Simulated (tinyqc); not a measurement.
Electron-beam lithography: double-Gaussian proximity function, edge placement and dose correction for parallel lines: one step, computed by the program tinyqc. Command: `OMP_NUM_THREADS=1 python tinyqc.py 3111731 3111732 out.jsonl proximity walk`. One thread of a shared host (Intel(R) Xeon(R) Processor @ 2.30GHz), about 0.01 s of CPU time with the checks.

Lines are infinitely long. Absorbed energy is counted so that the middle of a very large area written at dose 1 receives 1; the resist develops where it exceeds 1/2.

Problem. Dose correction. Uncorrected edge energies are M 1. Solve M d = 1/2 for the doses d that put the mean edge energy of every line at the threshold.

M:
```
           1          2          3          4          5
1  0.3123658  0.0017578  0.0025066  0.0088263  0.0008799
2  0.0020325  0.3048992  0.0044501  0.0205882  0.0025143
3  0.0018927  0.0029063  0.3184112  0.0210248  0.0026033
4  0.0013627  0.0027408  0.0042857  0.3362319  0.0028473
5  0.0010174  0.0025143  0.0039864  0.0213914  0.3048992
```

Give: edge energies at dose 1; corrected doses; largest over smallest dose.

Solution.

edge energies at dose 1: 1 0.3263, 2 0.3345, 3 0.3468, 4 0.3475, 5 0.3338

corrected doses: 1 1.536, 2 1.499, 3 1.440, 4 1.438, 5 1.503

largest over smallest dose = 1.068
